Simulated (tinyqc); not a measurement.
# One level coupled to a phonon between two leads, self-consistent Born approximation: two studies

Wide-band leads with mu_L = +V/2 and mu_R = -V/2; phonons in equilibrium, Nq = 1/(exp(w0/kB T) - 1). Scattering links only energies that differ by w0, so a ladder E_k = E1 + k w0 closes on itself; terms that reach past its ends are dropped. Gn and Gp are the electron and hole parts of the spectral function A = Gn + Gp.

Parameters, values chosen for the exercise:
```
symbol  value  unit                           meaning
T          77     K  temperature of leads and phonons
w0        180   meV                     phonon energy
ed        180   meV                             level
GL         83   meV         coupling to the left lead
GR         60   meV        coupling to the right lead
M          49   meV    electron-phonon matrix element
V         114    mV                              bias
```

Constants: q = 1.602176634e-19 C, kB = 1.380649e-23 J/K, h = 6.62607015e-34 J s, Vt = kB T/q. Results are converted to the units shown.

Each table varies one quantity; the others keep the values above.

## Effect of the level position

|G|^2 = 1/[(E - ed)^2 + (GL + GR + Sin + Sout)^2/4], Gn = |G|^2 (GL fL + GR fR + Sin), Gp = |G|^2 (GL (1 - fL) + GR (1 - fR) + Sout), f = 1/(1 + exp((E - mu)/kB T)). Sin(E) = M^2 [(Nq + 1) Gn(E + w0) + Nq Gn(E - w0)], Sout(E) = M^2 [(Nq + 1) Gp(E - w0) + Nq Gp(E + w0)]. Spectral currents into the level: iL = GL [fL Gp - (1 - fL) Gn], iR = GR [fR Gp - (1 - fR) Gn]. Here E - ed is replaced by E - ed - R(E), with the real part R(E) = (1/2 pi) P int [Sin + Sout](y) dy/(E - y). The total for one spin is I = (q/h) times the integral of iL over all E (all ladders, each long enough that its ends do not matter); the power given to phonons is (1/h) times the integral of E (iL + iR).

Effect of the level position:

| ed (meV) | I (uA) | I without phonons (uA) | ratio of the two | power to phonons (nW) | share of I V (%) |
|---|---|---|---|---|---|
| 0 | 3.536 | 3.587 | 0.9857 | 0.001269 | 3.148e-4 |
| 63 | 2.601 | 2.559 | 1.016 | 0.001322 | 4.459e-4 |
| 127 | 1.230 | 1.164 | 1.057 | 8.492e-4 | 6.058e-4 |
| 190 | 0.6043 | 0.5763 | 1.049 | 2.623e-4 | 3.808e-4 |
| 254 | 0.3435 | 0.3317 | 1.036 | 7.872e-5 | 2.010e-4 |
| 317 | 0.2210 | 0.2153 | 1.026 | 3.053e-5 | 1.212e-4 |
| 380 | 0.1537 | 0.1507 | 1.020 | 1.418e-5 | 8.095e-5 |
| 444 | 0.1125 | 0.1107 | 1.016 | 7.401e-6 | 5.772e-5 |
| 507 | 0.08615 | 0.08506 | 1.013 | 4.272e-6 | 4.349e-5 |

I falls from 3.54 to 0.0862 uA as the level leaves the window |E| < 57 meV; the ratio to the current without phonons goes from 0.986 through a maximum of 1.06 (at ed = 127 meV among the rows listed) to 1.01. The power to phonons goes from 0.00127 through a maximum of 0.00132 (at ed = 63 meV among the rows listed) to 4.27e-6 nW.

## Effect of the coupling

Same model as above.

The same in every row: I without phonons (uA) = 0.6369.

Results:

| M (meV) | I (uA) | ratio of the two | power to phonons (nW) | share of I V (%) |
|---|---|---|---|---|
| 9 | 0.6380 | 1.002 | 9.741e-6 | 1.339e-5 |
| 25.5 | 0.6455 | 1.013 | 8.034e-5 | 1.092e-4 |
| 42 | 0.6605 | 1.037 | 2.296e-4 | 3.049e-4 |
| 58.5 | 0.6835 | 1.073 | 4.805e-4 | 6.167e-4 |
| 91.5 | 0.7566 | 1.188 | 0.001442 | 0.001672 |
| 108 | 0.8084 | 1.269 | 0.002242 | 0.002433 |

Estimate the missing row, M = 75 meV.

Computed row:

| M (meV) | I (uA) | ratio of the two | power to phonons (nW) | share of I V (%) |
|---|---|---|---|---|
| 75 | 0.7152 | 1.123 | 8.691e-4 | 0.001066 |

With this row back in the table: The ratio to the current without phonons rises from 1.00 to 1.27, and the power to phonons rises from 9.74e-6 to 0.00224 nW, as M^(2.03) between the first two rows (lowest order gives 2). Phonons raise the current here: the level lies outside the bias window, and broadening, sidebands and the shift R bring weight into it.

Range of the model: The self-consistent Born approximation keeps only non-crossing phonon lines and no Hartree shift; it is rough once the coupling nears the phonon energy.

Computed by the program tinyqc: `OMP_NUM_THREADS=1 python tinyqc.py 2720134 2720135 out.jsonl`, one thread of a shared Intel Xeon 2.30GHz, about 0.2 s for the whole run.
